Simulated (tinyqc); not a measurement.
Worked calculation: tight binding, honeycomb lattice. Computed by tinyqc, a small Python program that keeps every step. Settings: t1 = 2.65, t2 = 0.26, phi = -2.4, delta = 0, points = 5. Command: `OMP_NUM_THREADS=1 python tinyqc.py 26761 26762 out.jsonl` (the two numbers bound the seeds that draw the settings). One thread of a shared host (Intel(R) Xeon(R) Processor @ 2.60GHz), about 0.01 s of CPU time with the checks.

## Bloch Hamiltonian at k

Parameters chosen for this model:
```
parameter      value                        unit
t1          2.650000                 eV, nearest
t2          0.260000       eV, second neighbours
phi        -2.400000  rad, phase of t2 (Haldane)
delta              0          eV, +/- on A and B
```

k point k (fractions of the reciprocal vectors): 0.2600  0.1500

H_AB = -t1 (1 + exp(-i k.a1) + exp(-i k.a2)); H_AA = delta - 2 t2 sum cos(k.b + phi), H_BB = -delta - 2 t2 sum cos(k.b - phi), b = a1, a2 - a1, -a2.

H(k) at k (eV):
```
                 A                B
A           0.6543  -4.0412+4.7887i
B  -4.0412-4.7887i           0.3393
```

## Levels at k

Diagonalise the Hermitian matrix.

eigenvalues (eV): -5.7712  6.7647

weights |c|^2 of the basis functions:
```
   band 1  band 2
A  0.4874  0.5126
B  0.5126  0.4874
```

## Bloch Hamiltonian at K

k point K (fractions of the reciprocal vectors): 0.3333  0.6667

As before.

H(k) at K (eV):
```
         A       B
A  -1.4877  0.0000
B   0.0000  0.3374
```

## Levels at K

As before.

eigenvalues (eV): -1.4877  0.3374

weights |c|^2 of the basis functions:
```
   band 1  band 2
A  1.0000  0.0000
B  0.0000  1.0000
```

## Bands along a path

The same steps at evenly spaced points between the labelled ones.

Bands along the path (eV):
```
k           band 1  band 2
G          -6.7997  9.1003
G-K 0.33   -6.0568  7.3649
G-K 0.67   -3.8430  3.3887
K          -1.4877  0.3374
K-M 0.33   -2.1408  1.0990
K-M 0.67   -2.8034  1.9496
M          -3.0334  2.2666
M-K' 0.33  -2.8034  1.9496
M-K' 0.67  -2.1408  1.0990
K'         -1.4877  0.3374
```

With 1 band(s) filled, the highest filled level on these points lies at K and the lowest empty one at K: a gap of 1.8251 eV, direct.

## Chern number of the lower band

On a 5 x 5 mesh, the phase of the product of overlaps around each plaquette (k1 then k2); the sum over 2 pi is an integer.

plaquette phases (rad):
```
         1        2       3        4        5
1   0.0000   0.0120  0.1947  -0.0331  -0.0212
2   0.0120   0.0665  0.6666   1.1550  -0.0331
3   0.1947   0.6666  0.5220   0.6666   0.1947
4  -0.0331   1.1550  0.6666   0.0665   0.0120
5  -0.0212  -0.0331  0.1947   0.0120   0.0000
```

Chern number = 1.0000
